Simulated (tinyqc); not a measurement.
States in the gap of a film: thin (001) film in sp3s* tight binding with raised dangling bonds.

Planes alternate anion (a), cation (c) along [001], a/4 apart, starting with an anion; zero in-plane momentum; levels counted from the bulk Ev, the lower root of [[Epa, Vxx], [Vxx, Epc]]; no spin-orbit coupling. Block of s, pz, s*: from an anion to the cation above, Vss/2 (s,s), Vsapc/2 (s,z), -Vscpa/2 (z,s), Vxx/2 (z,z), Vxapc/2 (s*,z), -Vpaxc/2 (z,s*); to the cation below the same with the s-z and s*-z signs reversed. Block of u = (px + py)/sqrt2 and v = (px - py)/sqrt2: to the cation above (Vxx + Vxy)/2 for u and (Vxx - Vxy)/2 for v, to the cation below the reverse. Each surface atom has two dangling sp3 hybrids; raising both by dl adds (dl/2) [[1, t], [t, 1]] to its s, pz levels (t = -1 at the bottom face, +1 at the top) and dl to the one of u, v in whose plane the missing bonds lie (v for a bottom anion or a top cation, u for a top anion).

Values chosen for the exercise (out of a larger set: near a published set for Si, fitted to gaps, whose masses and valley positions are rough; not measured data): p = (-4.205, 1.722, -4.205, 1.722, 6.716, 6.716, -8.319, 1.727, 4.596, 5.689, 5.689, 5.352, 5.352) eV (order Esa, Epa, Esc, Epc, Exa, Exc, Vss, Vxx, Vxy, Vsapc, Vscpa, Vxapc, Vpaxc); Nw = 19 (planes in the thicker film).

edges (eV): Gamma 3.45400, Delta 1.18811

Levels between 0 and the lower bulk edge, the largest weight on the two outer planes of both faces among them, and the nearest levels outside, for several shifts dl.

Film of Nw planes:

| dl (eV) | levels in the gap | at (eV) | surface weight | next above (eV) | next below (eV) |
|---|---|---|---|---|---|
| 0 | 2 | 0.246, 0.322 | 0.75 | 1.2549 | -0.1241 |
| 1 | 2 | 0.740, 0.767 | 0.83 | 1.2568 | -0.1198 |
| 2 | 1 | 1.179 | 0.46 | 1.2038 | -0.1172 |
| 3 | 0 | - | - | 1.2468 | -0.1156 |
| 5 | 0 | - | - | 1.2515 | -0.1135 |
| 10 | 0 | - | - | 1.2524 | -0.1111 |
| 30 | 0 | - | - | 1.2528 | -0.1089 |
| 100 | 0 | - | - | 1.2529 | -0.1079 |

Can the levels of the bare film be read as confined subbands?

No: with bare surfaces (dl = 0) 2 levels lie in the bulk gap, with up to 75 % of the weight on the four outer planes, two a face, where an even spread gives 21 %; these are dangling-bond states, not subbands. The reruns show the bulk gap clear from dl = 3 eV on, and at dl = 30 eV the next level above lies -0.1 meV from its value at 100 eV.

Computed by tinyqc, a small Python program: `OMP_NUM_THREADS=1 python tinyqc.py 1482645 1482646 out.jsonl` (the numbers bound the seed that draws the inputs); one thread of a shared host (Intel(R) Xeon(R) Processor @ 2.30GHz), about 0.4 s for the whole set of steps.
